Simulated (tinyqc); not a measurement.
# From xi back to coupling J

Model: classical Heisenberg spin chain: exact results, Metropolis, heat-bath and over-relaxation steps, and a Monte Carlo run. Computed by tinyqc, a small Python program. Command: `OMP_NUM_THREADS=1 python tinyqc.py 3130258 3130259 out.jsonl heismc inv`. One thread of a shared host (Intel(R) Xeon(R) Processor @ 2.30GHz), about 0.02 s of CPU time with the checks.

E = -J sum_i s_i . s_(i+1) for unit vectors s_i on an open chain; K = J/(k_B T).

Inputs (values chosen for the exercise, for a model chain of large moments): temperature T = 95 K; moment mu = 5.2 mu_B.

Constants: k_B = 8.617333262e-05 eV/K; mu_B = 5.7883818060e-05 eV/T.

Method. Each bond angle is independent, so u = <s_i . s_(i+1)> = coth K - 1/K, <s_i . s_(i+n)> = u^n, correlation length xi = -1/ln|u|, energy per bond -J u, heat capacity per bond c/k_B = 1 - K^2/sinh^2 K, and for the long chain chi = mu^2 (1 + u)/(3 k_B T (1 - u)) per spin.

Task: A run gave the result below. Find the coupling J, known to lie between 13 and 26 meV.

xi = 1.389084 sites

Result:

Each step takes the trial c = (a f_b - b f_a)/(f_b - f_a), f being the result less the target and a, b, c the logarithms of the listed values; c replaces end b, the old b replaces a if the sign of f changed, and otherwise f_a is halved.

Scan of the range:
```
coupling J (meV)  xi (sites)
13.0                 1.27851
14.6                 1.43198
16.4                 1.61264
18.4                 1.82226
20.6                 2.06206
23.2                 2.35548
26.0                 2.68058
```

False position (Illinois rule, in the logarithm of the input) inside the bracket:
```
step    end a    end b    trial  xi (sites)
1     13.0000  14.6000  14.1339     1.38656
2     14.6000  14.1339  14.1595     1.38903
3     14.6000  14.1595  14.1605     1.38914
4     14.1595  14.1605  14.1600     1.38908
5     14.1605  14.1600  14.1600     1.38908
```

xi rises at every point of a 13-point scan of the range (every second point is shown), so one value fits; it is bracketed by 13.0 and 14.6. Answer: coupling J = 14.16 meV.
